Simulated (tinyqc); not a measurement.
# MOSFET in saturation, small-signal circuit and noise: what changes with what

Bias by the inversion coefficient IC = I/Ispec (charge-based model with velocity saturation; weak inversion below 0.1, strong above 10). Common-source circuit: gm, gds, Cgs, Cgd and Cj at the inner nodes, Rg in series with the gate; quasi-static, no source or drain resistance, no gate-body capacitance, no substrate network, no induced gate noise, so fmax is an upper estimate.

Inputs (values chosen for the exercise):

| symbol | value | unit | meaning |
|---|---|---|---|
| T | 300 | K | temperature |
| L | 65 | nm | gate length |
| W | 10 | um | total gate width |
| Cox | 2.01 | uF/cm^2 | gate capacitance |
| mu | 310 | cm^2/(V s) | mobility |
| n | 1.21 |  | slope factor |
| Ls | 25 | nm | velocity-saturation length |
| sg | 0.089 |  | ratio gds/gm |
| Cov | 0.43 | fF/um | overlap and fringe capacitance per side |
| Cj | 0.76 | fF/um | drain junction capacitance |
| Rsh | 5 | ohm | sheet resistance of the gate |
| Wf | 2 | um | finger width |
| Rc | 200 | ohm um | gate contact and vertical resistance |
| IC | 17 |  | inversion coefficient |
| gw | 0.04 |  | short-channel excess of the noise factor |
| Nt | 1.2e18 | cm^-3 eV^-1 | oxide trap density |
| lt | 0.1 | nm | tunnelling length into the oxide |
| ac | 3000 | V s/C | Coulomb scattering coefficient |

Constants: q = 1.602176634e-19 C, kB = 1.380649e-23 J/K, Vt = kB T/q. Results are converted to the units shown.

Each table varies one quantity; the others keep the values above.

## Effect of the gate length on speed and noise

Ispec = 2 n mu Cox (W/L) Vt^2, lc = Ls/L, gms = [sqrt((lc IC + 1)^2 + 4 IC) - 1]/[2 + lc (lc IC + 1)], gm = gms Ispec/(n Vt), gds = sg gm. qs = [sqrt(1 + 4 IC) - 1]/2, Cgs = Cox W L qs (2 qs + 3)/(3 (qs + 1)^2) + Cov W, Cgd = Cov W, Cd = Cj W, Rg = Rsh (Wf/L)/(12 Nf) + Rc/W with Nf = W/Wf fingers (not rounded) contacted at both ends. fT = gm/(2 pi (Cgs + Cgd)), fmax = fT/(2 sqrt(Rg (gds + 2 pi fT Cgd))). Channel noise Sid = 4 kB T gam n gm with gam = (1/2 + (2/3) qs)/(1 + qs) + gw lc IC, qs = [sqrt(1 + 4 IC) - 1]/2, lc = Ls/L (the last term an empirical rise with velocity saturation); at the gate, white noise Sw = Sid/gm^2 + 4 kB T Rg. Number fluctuation with correlated mobility: S(f) = K/f, K = q^2 Vt lt Nt/(W L Cox^2) (1 + ac mu Cox I/gm)^2, Vt in eV with Nt per eV. Corner fc = K/Sw. IC is held fixed, and so is sg.

Effect of the gate length on speed and noise:
```
L (nm)  I (uA)  Rg (ohm)  fT (GHz)  fmax (GHz)  sqrt(Sw) (nV/Hz^0.5)  fc (MHz)
20        8566     28.33     178.8       218.2                 1.699      1812
32        5354     25.21     153.0       211.5                 1.544     879.2
50        3426     23.33     122.0       193.0                 1.465     458.0
79        2169     22.11     85.50       161.7                 1.463     236.4
130       1318     21.28     48.79       119.3                 1.565     110.9
200      856.6     20.83     26.28       83.85                 1.752     54.60
320      535.4     20.52     12.11       52.93                 2.065     23.90
500      342.6     20.33     5.462       32.29                 2.479     10.50
```

What does the table show?

As L goes from 20 to 500 nm, fT falls from 179 to 5.46 GHz, fmax falls from 218 to 32.3 GHz, the white noise goes from 1.70 through a minimum of 1.46 (at L = 79 nm among the rows listed) to 2.48 nV/Hz^0.5 and the corner falls from 1810 to 10.5 MHz. fT goes as L^(-0.33) between the first two rows and L^(-1.78) between the last two; with no overlap and no velocity saturation it would go as 1/L^2. For L = 320 to 500 nm fmax exceeds 4 fT, where channel resistance and substrate losses, left out here, would cap it.

## Effect of the finger width on speed and noise

Same model as above.

Corner fc = K/Sw. IC is held fixed.

The same in every row: I (uA) = 2635.7; fT (GHz) = 101.27.

Effect of the finger width on speed and noise:
```
Wf (um)  Rg (ohm)  fmax (GHz)  sqrt(Sw) (nV/Hz^0.5)  fc (MHz)
0.25       20.040      187.17                1.4389    320.28
0.5        20.160      186.61                1.4396    319.97
1          20.641      184.43                1.4423    318.75
2          22.564      176.39                1.4533    313.94
4          30.256      152.33                1.4965    296.08
8          61.026      107.26                1.6581    241.18
```

As Wf goes from 0.25 to 8 um, fT stays at 101 GHz, fmax falls from 187 to 107 GHz, the white noise rises from 1.44 to 1.66 nV/Hz^0.5 and the corner falls from 320 to 241 MHz. The finger width leaves fT alone and acts through Rg, whose sheet part goes as Wf^2.

## Effect of the overlap and fringe capacitance per side on speed and noise

Same model as above.

Corner fc = K/Sw. IC is held fixed.

The same in every row: I (uA) = 2636; Rg (ohm) = 22.56; sqrt(Sw) (nV/Hz^0.5) = 1.453; fc (MHz) = 313.9.

Result of one run:
```
Cov (fF/um)  fT (GHz)  fmax (GHz)
0.05            191.1       516.5
```

What becomes of these results when the overlap and fringe capacitance per side Cov is changed from 0.05 to 0.25 fF/um, all else the same?

Result of the changed run:
```
Cov (fF/um)  fT (GHz)  fmax (GHz)
0.25            130.3       251.9
```

The whole series:
```
Cov (fF/um)  fT (GHz)  fmax (GHz)
0.05            191.1       516.5
0.15            154.9       334.5
0.25            130.3       251.9
0.35            112.4       203.3
0.45            98.83       170.8
0.55            88.19       147.4
0.65            79.61       129.8
```

As Cov goes from 0.05 to 0.65 fF/um, fT falls from 191 to 79.6 GHz, fmax falls from 516 to 130 GHz, the white noise stays at 1.45 nV/Hz^0.5 and the corner stays at 314 MHz.

## Effect of the inversion coefficient on speed and noise

Same model as above.

Corner fc = K/Sw. IC is held fixed.

The same in every row: Rg (ohm) = 22.56.

Effect of the inversion coefficient on speed and noise:
```
IC    I (uA)  fT (GHz)  fmax (GHz)  sqrt(Sw) (nV/Hz^0.5)  fc (MHz)
0.03   4.651     2.549       29.69                 8.421     4.810
0.1    15.50     7.343       50.09                 4.853     14.61
0.3    46.51     16.67       74.63                 3.121     36.02
1      155.0     34.44       105.5                 2.125     81.78
3      465.1     58.83       136.1                 1.659     148.5
10      1550     89.94       166.7                 1.454     251.6
30      4651     109.9       183.4                 1.521     408.1
```

As IC goes from 0.03 to 30, fT rises from 2.55 to 110 GHz, fmax rises from 29.7 to 183 GHz, the white noise goes from 8.42 through a minimum of 1.45 (at IC = 10 among the rows listed) to 1.52 nV/Hz^0.5 and the corner rises from 4.81 to 408 MHz. For IC = 0.03 to 0.3 fmax exceeds 4 fT, where channel resistance and substrate losses, left out here, would cap it.

Computed by the program tinyqc: `OMP_NUM_THREADS=1 python tinyqc.py 2150033 2150034 out.jsonl`, one thread of a shared Intel Xeon 2.30GHz, about 0.01 s for the whole run.
